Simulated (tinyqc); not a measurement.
Inside a calculation. Model: two-valley model of the transferred-electron effect. Computed by tinyqc, a small Python program that keeps every step. Command: `OMP_NUM_THREADS=1 python tinyqc.py 3003994 3003995 out.jsonl gunn walk`. One thread of a shared host (Intel(R) Xeon(R) Processor @ 2.30GHz), about 0.01 s of CPU time with the checks. Intermediate numbers are printed to about 6 digits and carried at full precision; extremes and crossings named in words are read from the listed rows.

Both kinds of valley share one electron temperature T_e, and each has a constant mobility.

Inputs (values chosen for the exercise, modelled on In0.53Ga0.47As):
```
quantity                         value        unit
central-valley mass m1            0.04         m_0
satellite-valley mass m2          0.25         m_0
satellite valleys Z                  4           -
valley separation dE              0.57          eV
central-valley mobility mu1      10000  cm^2/(V s)
satellite-valley mobility mu2      230  cm^2/(V s)
energy relaxation time tau_E       1.4          ps
lattice temperature T              500           K
electric field F                   7.2       kV/cm
iteration cap                      600           -
doping n                       1.6e+16      1/cm^3
device length L                     12  micrometre
permittivity eps                  13.9           -
```

Solver: bisection.

Constants: k_B = 8.617333262e-05 eV/K; eps_0 = 8.8541878128e-12 F/m; e = 1.602176634e-19 C.

## Equilibrium

Density-of-states ratio R = Z (m2/m1)^(3/2); n2/n1 = R exp(-dE/(k_B T_e)); mean mobility mu = (mu1 + mu2 n2/n1)/(1 + n2/n1); energy balance e mu F^2 = (3/2) k_B (T_e - T)/tau_E; v = mu F.

R = 62.5

n2/n1 without field = 1.12340e-04

low-field mobility = 9998.90 cm^2/(V s)

dE is 13.2 k_B T, so the satellites are empty without field.

## Electron temperature

Bisection on h(T_e) = T_out(T_e) - T_e between T and T_out(T), with T_out = T + (2/3) e mu(T_e) F^2 tau_E/k_B; stop when the bracket is below 1e-6 K.

Course of the iteration:
```
iteration  T_e (K)  mu (cm^2/(V s))  bracket (K)
1          3307.06          1263.07  2.80706e+03
2          1903.53          3558.45  1.40353e+03
3          2605.29          1876.28  7.01764e+02
4          2254.41          2489.59  3.50882e+02
5          2078.97          2947.82  1.75441e+02
6          2166.69          2702.47  8.77205e+01
7          2122.83          2820.76  4.38603e+01
...            ...              ...          ...
27         2107.74          2863.44  4.18284e-05
28         2107.74          2863.44  2.09142e-05
29         2107.74          2863.44  1.04571e-05
30         2107.74          2863.44  5.22855e-06
31         2107.74          2863.44  2.61428e-06
32         2107.74          2863.44  1.30714e-06
33         2107.74          2863.44  6.53569e-07
```

electron temperature T_e = 2107.74 K

Converged in 33 iterations.

## Velocity

The formulas are those given above.

share in the satellites = 73.0457 %

mean mobility = 2863.44 cm^2/(V s)

drift velocity = 2.06168 1e7 cm/s

## Peak, valley and negative differential mobility

Using T_e as the parameter, F(T_e) = sqrt(3 k_B (T_e - T)/(2 e mu tau_E)) and v = mu F; find the first maximum and the next minimum of v, and the most negative dv/dF between them.

threshold field = 3.47708 kV/cm

peak velocity = 2.32736 1e7 cm/s

T_e at the threshold = 1376.48 K

field of the velocity minimum = 18.5639 kV/cm

valley velocity = 1.78285 1e7 cm/s

peak-to-valley ratio = 1.30542

most negative differential mobility = -853.468 cm^2/(V s)

At the threshold k_B T_e is dE/4.8. The field of this run lies in the region of negative slope.

## Does a domain form?

Space charge grows at the rate n e |mu_d|/(eps eps_0) during the transit time L/v, with v the valley velocity; Kroemer's criterion asks n L > eps eps_0 v/(e |mu_d|). Transit frequency v/L.

critical n L = 1.60465e+11 1/cm^2

n L of the device = 1.92e+13 1/cm^2

transit frequency = 14.8571 GHz

n L is 120 times the critical product: a domain can mature if the bias field lies in the region of negative slope.

## Velocity against field

The formulas are those given above.

The curve:
```
F (kV/cm)  T_e (K)  share in the satellites (%)  v (1e7 cm/s)  low-field line (1e7 cm/s)
0.72         556.1                  4.26743e-02       0.71970                     0.7199
1.80         842.8                  2.38097e+00       1.75813                     1.7998
3.60        1407.0                  3.62164e+01       2.32620                     3.5996
5.00        1709.8                  5.66234e+01       2.23395                     4.9995
7.20        2107.7                  7.30457e+01       2.06168                     7.1992
10.00       2575.8                  8.27378e+01       1.91652                     9.9989
14.00       3250.5                  8.90925e+01       1.81393                    13.9985
22.00       4779.5                  9.39983e+01       1.79601                    21.9976
36.00       8390.9                  9.66002e+01       2.02377                    35.9960
72.00      24656.3                  9.79506e+01       3.09766                    71.9921
```

v falls between 3.6 and 22 kV/cm, while the share in the slow valleys goes from 36 to 94 %: transfer outruns the rise of the field. With constant mobilities n2/n1 tends to R and v ends on the line (mu1 + R mu2) F/(1 + R), a mobility of 384; real satellites saturate instead. Rows with T_e above 3000 K lie outside the range of a Maxwellian in parabolic valleys.

Checks made by the program: field recovered from T_e by the energy balance (relative difference 1e-10).
